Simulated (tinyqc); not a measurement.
# Trap density from one capacitance

Question. Traps spread evenly through the insulator exchange electrons with the semiconductor by tunnelling, with tau(x) = t0 exp(2 ka x) at depth x from the interface. The admittance per area Y seen at depth x obeys dY/dx = -Y^2/(i w eps0 eox) + q Nb ln(1 + i w tau)/tau, with Y(0) = i w Cs and w = 2 pi f; the gate sees Y(tox) = G + i w C. Working variable y = Y/(i w), in uF/cm^2. Cox = eps0 eox/tox. Find Nb and G/w.

Values chosen for this exercise: relative permittivity of the insulator eox = 8.75; insulator thickness tox = 8.6 nm; semiconductor capacitance in accumulation Cs = 4.3 uF/cm^2; decay constant of the wave function in the insulator ka = 5.2 1/nm; time constant of a trap at the interface t0 = 1e-11 s; frequency f = 100 Hz.

Constants: q = 1.602176634e-19 C, eps0 = 8.8541878128e-14 F/cm where lengths are in cm. Results are converted to the units shown.

C = 0.85577453 uF/cm^2

Solution. C rises steadily with Nb, so one density matches; in practice ka and t0 must come from the frequency dependence.

Nb = 7.30e19 cm^-3 eV^-1
G/w = 0.0122 uF/cm^2

Program tinyqc, `OMP_NUM_THREADS=1 python tinyqc.py 2202001 2202002 out.jsonl`; Intel Xeon 2.30GHz, shared host, one thread, about 0.6 s.
